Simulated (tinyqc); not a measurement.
Metal-interlayer-semiconductor contact, depinning against tunnelling resistance: one step of the calculation.

Zero bias, n-type semiconductor. Gap states at the semiconductor surface thin out as exp(-be ti), which unpins the barrier; electrons must then cross the interlayer (a rectangular barrier, no voltage drop across it) and the parabolic depleted layer, both by WKB. Energies E are counted from the Fermi level; no image force, parabolic bands.

Task. Exponents and integrand on an energy grid. With U = phiB - xi: for xi < E < phiB, y = (E - xi)/U and G1 = (U/E00) [sqrt(1 - y) - y ln((1 + sqrt(1 - y))/sqrt(y))], G1 = 0 above phiB; G2 = 2 ti sqrt(mi max(phiB + dE - E, 0)/C), C = hbar^2/(2 m0); f = 1/(1 + exp(E/Vt)); integrand exp(-G1 - G2) f.

Inputs (values chosen for the exercise); semiconductor values close to those of In0.53Ga0.47As; interlayer mass of the order of that in strontium titanate, offset chosen freely:
- T = 300 K (temperature)
- ti = 1.4 nm (interlayer thickness)
- dE = 0.18 eV (conduction-band offset of the interlayer above the semiconductor)
- mi = 0.61 m0 (tunnelling mass in the interlayer)

Constants: q = 1.602176634e-19 C, kB = 1.380649e-23 J/K, hbar = 1.054571817e-34 J s, m0 = 9.1093837015e-31 kg, Vt = kB T/q, hbar^2/(2 m0) = 0.0380998212 eV nm^2. Results are converted to the units shown.

E, point 0 to 16 (eV): -0.07  -0.0525  -0.035  -0.0175  0  0.0175  0.035  0.0525  0.07  0.0875  0.105  0.1225  0.14  0.1575  0.175  0.1925  0.21
phiB = 4.2513274e-4 eV
xi = -0.079377732 eV
E00 = 0.024023646 eV

Give: G1; G2; f; integrand.

Result.

```
point      G1      G2          f  integrand (1e-3)
0      2.4441  5.6066    0.93748            0.2989
1      1.4299  5.4072    0.88399            0.9487
2      0.7280  5.2001    0.79476            2.1168
3      0.2475  4.9844    0.66305            3.5429
4      0.0009  4.7589    0.50000            4.2837
5      0.0000  4.5223    0.33695            3.6607
6      0.0000  4.2725    0.20524            2.8625
7      0.0000  4.0072    0.11601            2.1095
8      0.0000  3.7230   0.062519            1.5105
9      0.0000  3.4153   0.032779            1.0773
10     0.0000  3.0769   0.016930            0.7805
11     0.0000  2.6965  0.0086757            0.5851
12     0.0000  2.2526  0.0044277            0.4655
13     0.0000  1.6964  0.0022549            0.4134
14     0.0000  0.8252  0.0011472            0.5026
15     0.0000  0.0000  5.8330e-4            0.5833
16     0.0000  0.0000  2.9650e-4            0.2965
```

Computed by the program tinyqc: `OMP_NUM_THREADS=1 python tinyqc.py 2270091 2270092 out.jsonl`, one thread of a shared Intel Xeon 2.30GHz, about 0.02 s for the whole run.
